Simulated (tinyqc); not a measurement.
Inside a calculation: Stoner model of a band ferromagnet. Values are carried at full precision from step to step, so a last printed digit may differ when a step is redone from the rounded ones.

Density of states per atom and spin: triangular, D(e) = (4 M/W^2) (W/2 - |e|). Levels e -/+ I m/2 for up and down spin, m = n_up - n_down, n_up + n_down = nd. At zero temperature e(N) is the energy below which N states lie, and E(m) = sum over spins of integral e D de - I m^2/4.

Parameters, chosen for this exercise:

| symbol | value | unit | meaning |
|---|---|---|---|
| W | 4.9 | eV | band width, e from -W/2 to W/2 |
| M | 5 |  | states per atom and spin |
| nd | 9.19 |  | electrons per atom |
| I | 1.3 | eV | Stoner parameter |

## The paramagnetic state and the Stoner criterion

Find EF from nd/2 states per spin, D(EF) and the product I D(EF); below 1 the susceptibility is enhanced by 1/(1 - I D).

EF = 1.4639 eV
D(EF) = 0.8214 1/eV
I D(EF) = 1.0678

The paramagnet is unstable.

## Energy against moment

Tabulate the splitting that the band needs, e(n_up) - e(n_down), against I m, and E(m) - E(0), at nine moments up to saturation m_max = min(nd, 2M - nd).

Energy curve:

| m | e(n_up) (eV) | e(n_down) (eV) | difference (eV) | I m (eV) | E - E(0) (meV) |
|---|---|---|---|---|---|
| 0.000 | 1.4639 | 1.4639 | 0.0000 | 0.0000 | 0.0 |
| 0.101 | 1.5276 | 1.4041 | 0.1235 | 0.1316 | -0.2 |
| 0.203 | 1.5960 | 1.3475 | 0.2485 | 0.2632 | -0.8 |
| 0.304 | 1.6704 | 1.2937 | 0.3767 | 0.3949 | -1.6 |
| 0.405 | 1.7527 | 1.2423 | 0.5104 | 0.5265 | -2.5 |
| 0.506 | 1.8461 | 1.1930 | 0.6532 | 0.6581 | -3.1 |
| 0.608 | 1.9569 | 1.1455 | 0.8114 | 0.7897 | -2.8 |
| 0.709 | 2.1014 | 1.0997 | 1.0016 | 0.9214 | -0.4 |
| 0.810 | 2.4500 | 1.0554 | 1.3946 | 1.0530 | 7.3 |

dE/dm is half of (difference - I m), so E falls wherever I m exceeds the difference.

## The ground state

Take the lowest of E(0), the stationary points e(n_up) - e(n_down) = I m, and saturation.

m = 0.532 muB
exchange splitting I m = 0.692 eV
E - E(0) = -3.2 meV

n_up, n_down: 4.861  4.329

Both spin bands cross the Fermi level (a weak ferromagnet).

## Checks

- States in the band over M against 1: both 1.000000.

(tinyqc, `OMP_NUM_THREADS=1 python tinyqc.py 1650467 1650468 out.jsonl`, Intel(R) Xeon(R) Processor @ 2.30GHz, 1 thread, shared host, about 0.6 s.)
